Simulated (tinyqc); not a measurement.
Bloch-Grueneisen resistivity of a metal: one step, computed by the program tinyqc.

Electrons scatter from a Debye spectrum of phonons (n = 5 for scattering within one band, n = 3 for scattering into a second, heavy band) and from static defects.

Problem. Total resistivity and derived numbers. J_n(y) = int_0^y x^n e^x/(e^x - 1)^2 dx, by 96 Gauss-Legendre points (upper limit at most 60). rho_ph = (n - 1) rho_1 (T/Theta)^n J_n(Theta/T), with rho_1 = 2 pi lambda_tr k_B Theta/(hbar eps_0 w_p^2), the high-temperature line at T = Theta. rho = rho_0 + A T^2 + rho_ph. Temperature coefficient (1/rho) d rho/dT by a central difference of +/- 0.5 K; residual ratio rho(295 K)/rho(4.2 K); scattering time tau = 1/(eps_0 w_p^2 rho); Wiedemann-Franz kappa = L_0 T/rho, L_0 = (pi^2/3)(k_B/e)^2.

Inputs (values chosen for the exercise, modelled on molybdenum):
```
quantity                      value            unit
exponent n                        5               -
Debye temperature Theta         369               K
transport coupling lambda_tr   0.34               -
Drude plasma energy hbar w_p    8.2              eV
residual resistivity rho_0       10     microohm cm
temperature T                   120               K
coefficient A of T^2            6.3  picoohm cm/K^2
```

Addition: T^2 term.

Constants: k_B = 1.380649e-23 J/K; hbar = 1.054571817e-34 J s; eps_0 = 8.8541878128e-12 F/m; hbar = 6.582119569e-16 eV s; k_B = 8.617333262e-05 eV/K.

Give: resistivity rho; temperature coefficient; residual resistance ratio; scattering time; Wiedemann-Franz conductivity.

Solution.

resistivity rho = 11.598 microohm cm

temperature coefficient = 2.1762 1e-3/K

residual resistance ratio = 1.6059

scattering time = 6.2743 fs

Wiedemann-Franz conductivity = 25.276 W/(m K)
